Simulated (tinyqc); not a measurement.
# Joule-heated wire on a substrate, fin equation: several studies

A wire of length L loses heat along itself to two contacts and sideways to the substrate: kap A theta'' - g theta + p = 0 with theta = T - T0 and p = p0. The ends are held at T0. Constant conductivity, diffusive heat flow.

Parameters, values chosen for the exercise:
```
symbol,value,unit,meaning
kap,15,W/(m K),conductivity along the wire
A,57,nm^2,cross-section
g,0.44,W/(m K),conductance per length to the substrate
L,110,nm,length between the contacts
Rc,0,K/uW,thermal resistance of each contact
p0,0.058,uW/nm,heating per length
```

Each table varies one quantity; the others keep the values above.

## Effect of the conductance per length to the substrate

The equation is solved on 800 equal steps and the peak is the largest node value. LH = sqrt(kap A/g); the share is the integral of g theta over that of p.

Results:
```
g (W/(m K))	LH (nm)	L/LH	peak theta (K)	peak/(p0/g)	share to the substrate (%)
0.044	139.4	0.7891	96.34	0.07309	4.885
0.095	94.87	1.160	89.96	0.1474	9.878
0.44	44.08	2.495	61.88	0.4694	32.06
0.95	30.00	3.667	42.02	0.6882	48.17
2	20.68	5.320	24.96	0.8608	62.77
4.4	13.94	7.891	12.67	0.9613	74.67
```

Estimate the missing row, g = 0.2 W/(m K).

Computed row:
```
g (W/(m K))	LH (nm)	L/LH	peak theta (K)	peak/(p0/g)	share to the substrate (%)
0.2	65.38	1.682	79.12	0.2728	18.40
```

With this row back in the table: As g goes from 0.044 to 4.4 W/(m K), the peak theta falls from 96.3 to 12.7 K and the share of heat to the substrate rises from 4.89 to 74.7 %; L/LH goes from 0.79 to 7.9. Where L/LH is smallest the peak reaches 0.073 of p0/g, where it is largest 0.96: contacts cool the wire only within a few healing lengths. For g = 2 to 4.4 W/(m K) LH or L is under 30 nm, where Fourier conduction is a rough picture.

## Effect of the length between the contacts

Same model as above.

The same in every row: LH (nm) = 44.08.

Effect of the length between the contacts:
```
L (nm)	L/LH	peak theta (K)	peak/(p0/g)	share to the substrate (%)
22	0.4991	4.000	0.03035	2.025
35	0.7940	9.746	0.07394	4.942
57	1.293	23.45	0.1779	11.94
92	2.087	49.21	0.3733	25.32
150	3.403	85.27	0.6469	45.01
240	5.444	114.6	0.8691	63.58
380	8.620	128.3	0.9731	76.81
620	14.06	131.6	0.9982	85.78
```

What does the comparison show?

As L goes from 22 to 620 nm, the peak theta rises from 4.00 to 132 K and the share of heat to the substrate rises from 2.03 to 85.8 %; L/LH goes from 0.50 to 14. Where L/LH is smallest the peak reaches 0.030 of p0/g, where it is largest 1.0: contacts cool the wire only within a few healing lengths. At L = 22 nm LH or L is under 30 nm, where Fourier conduction is a rough picture.

## Effect of the cross-section

Same model as above.

Effect of the cross-section:
```
A (nm^2)	LH (nm)	L/LH	peak theta (K)	peak/(p0/g)	share to the substrate (%)
7.1	15.56	7.070	124.1	0.9417	71.76
14	21.85	5.035	110.7	0.8397	60.79
28	30.90	3.560	88.60	0.6721	46.93
57	44.08	2.495	61.88	0.4694	32.06
110	61.24	1.796	39.71	0.3013	20.35
230	88.55	1.242	21.89	0.1661	11.14
460	125.2	0.8784	11.77	0.08926	5.970
```

As A goes from 7.1 to 460 nm^2, the peak theta falls from 124 to 11.8 K and the share of heat to the substrate falls from 71.8 to 5.97 %; L/LH goes from 7.1 to 0.88. Where L/LH is smallest the peak reaches 0.089 of p0/g, where it is largest 0.94: contacts cool the wire only within a few healing lengths. For A = 7.1 to 14 nm^2 LH or L is under 30 nm, where Fourier conduction is a rough picture.

Program tinyqc, `OMP_NUM_THREADS=1 python tinyqc.py 2520003 2520004 out.jsonl`; Intel Xeon 2.30GHz, shared host, one thread, about 0.01 s.
